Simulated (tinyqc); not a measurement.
# Doping and thickness from pinch-off voltage and conductance

Problem. A uniform channel has Vp = q Nd a^2/(2 eps0 eps_r) and G0 = 2 q mu Nd a W/L. Find a and Nd.

Values chosen for this exercise; material values close to those of gallium arsenide:
```
symbol,value,unit,meaning
eps_r,13.1,,relative permittivity of the semiconductor
mu,5500,cm^2/(V s),low-field mobility at this doping
L,10,um,gate length
W,50,um,gate width
```

Constants: q = 1.602176634e-19 C, eps0 = 8.8541878128e-14 F/cm where lengths are in cm. Results are converted to the units shown.

Vp = 4.1450275 V
G0 = 12.019529 mS

Answer. G0 gives the product Nd a and Vp gives Nd a^2; their ratio is a.

a = 440.0 nm
Nd = 3.100e16 cm^-3

Numbers from tinyqc (`OMP_NUM_THREADS=1 python tinyqc.py 2500153 2500154 out.jsonl`; about 0.1 s on one thread of a shared Intel Xeon 2.30GHz).
